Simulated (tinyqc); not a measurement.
What moves the results: interface roughness in a thin film (subband fluctuation and scattering). A value that a table varies takes the place of the one given here.

Square well of width t, barriers V0, c = hbar^2/2m0: E1 solves k t + 2 atan[(k/mz)/(kappa/mb)] = pi, k = sqrt(mz E/c), kappa = sqrt(mb (V0 - E)/c). One interface is rough, so the subband edge fluctuates by G dt with G = |dE1/dt| (central difference of 0.01 angstrom; 2 E1/t for hard walls).

Gaussian roughness spectrum S(q) = pi D^2 Lc^2 exp(-q^2 Lc^2/4). Degenerate gas, taken to fill one subband (the second starts to fill once c kF^2/md exceeds E2 - E1, which is not tested here): kF = sqrt(2 pi Ns/gv), q = 2 kF sin(theta/2), 1/tau = (md/(2 pi c hbar)) G^2 times the integral from 0 to pi of S(q)(1 - cos theta)/eps(q)^2 dtheta, eps(q) = 1 + qs/q with screening (qs = gv md q0/(c eps), q0 = e^2/(4 pi eps0), form factors left out, which overstates the screening; other scattering is left out too, so these values lie far above measured mobilities in all but the thinnest films) or 1 without; mobility = tau c2/md with c2 = e/m0 = 1.75882e15 cm^2/(V s^2); 1e12/cm^2 = 1e-4/angstrom^2.

Constants: hbar^2/2m0 = 3.80998211 eV angstrom^2; hbar = 6.58211957e-16 eV s; e^2/(4 pi eps0) = 14.39964547 eV angstrom.

Parameters, chosen for this exercise (near those of a thin Ge channel on (111), one valley; the results hold for these values, not for the real material): mz = 1.554 m0 (confinement mass); V0 = 2.25 eV (barrier); mb = 0.3 m0 (barrier mass); md = 0.081 m0 (mass in the plane); gv = 1 (valleys); D = 1 angstrom (rms height of the roughness); Lc = 46 angstrom (correlation length); Ns = 1.7 x 1e12/cm^2 (sheet density); eps = 12.4 (mean dielectric constant at the channel); ts = (9, 11, 14, 16, 20, 26, 34) angstrom (thicknesses); t = 16 angstrom (film thickness); Ll = (5, 10, 16, 25, 40, 65, 100) angstrom (correlation lengths).

## The sixth-power law

Screened mobility against thickness for the finite barrier and for hard walls.

Results:
```
t (angstrom)  E1 (meV)  G (meV/angstrom)  mobility (cm^2/(V s))  the same, hard walls
9                243.7            48.434                    934                   497
11               169.5            28.209               2.75e+03              1.66e+03
14               108.5            14.481               1.04e+04              7.04e+03
16                84.4             9.950               2.21e+04              1.57e+04
20                55.3             5.275               7.87e+04              5.99e+04
26                33.4             2.479               3.57e+05              2.89e+05
34                19.8             1.136               1.70e+06              1.45e+06
```

With hard walls G goes as 1/t^3 and the mobility as t^6. With the finite barrier the local exponent is 5.39 at the thin end and 5.82 at the thick end, since the envelope leaks out and softens the dependence. The least value is 934 cm^2/(V s). The gate field, which also presses carriers to the interface, is left out. Below about 20 angstrom the effective-mass picture is itself doubtful. Up to t = 11 angstrom G D exceeds half of EF - E1, where the Born rate fails.

## Correlation length

Fixed D; bare and screened mobility.

Results:
```
Lc (angstrom)  kF Lc  bare mobility (cm^2/(V s))  screened mobility (cm^2/(V s))
5               0.16                    1.76e+05                        3.75e+05
10              0.33                    4.68e+04                        9.98e+04
16              0.52                    2.07e+04                        4.44e+04
25              0.82                    1.12e+04                        2.45e+04
40              1.31                    8.78e+03                        2.03e+04
65              2.12                    1.35e+04                        3.89e+04
100             3.27                    2.46e+04                        1.08e+05
```

The bare mobility is lowest at Lc = 40 angstrom of those listed (kF Lc = 1.31). The screened mobility is lowest at Lc = 40 angstrom of those listed (kF Lc = 1.31). Short roughness averages out (mobility as 1/Lc^2; the first two rows give exponent -1.91), and long roughness deflects only by small angles (bare mobility rising as Lc; the last two rows give 1.39).

## What each parameter does

G, G D, and the screened mobility. Each row changes one parameter from the base and keeps the others.

Results:
```
case                   G (meV/angstrom)  G D (meV)  mobility (cm^2/(V s))
base                              9.950       9.95              2.213e+04
t = 22 angstrom                   4.013       4.01              1.360e+05
D = 1.3 angstrom                  9.950      12.93              1.310e+04
Lc = 54 angstrom                  9.950       9.95              2.710e+04
Ns = 2.72 x 1e12/cm^2             9.950       9.95              4.212e+04
mz = 1.787 m0                     8.847       8.85              2.799e+04
md = 0.093 m0                     9.950       9.95              1.851e+04
V0 = 1.57 eV                      9.607       9.61              2.374e+04
eps = 14.9                        9.950       9.95              1.969e+04
```

The largest shifts from the base row, up to three for each result and ties (the steps differ in size, so this ranks the rows, not the parameters). G (meV/angstrom): t -5.936, mz -1.102, V0 -0.342; unchanged at the printed digits by D, Lc, Ns, md and eps. G D (meV): t -5.94, D +2.98, mz -1.10; unchanged at the printed digits by Lc, Ns, md and eps. mobility (cm^2/(V s)): t +1.14e+05, Ns +2.00e+04, D -9.04e+03. In the base case G D is 0.2 times EF - E1 = 50.2 meV.

(tinyqc, `OMP_NUM_THREADS=1 python tinyqc.py 1280011 1280012 out.jsonl`, Intel(R) Xeon(R) Processor @ 2.30GHz, 1 thread, shared host, about 0.01 s.)
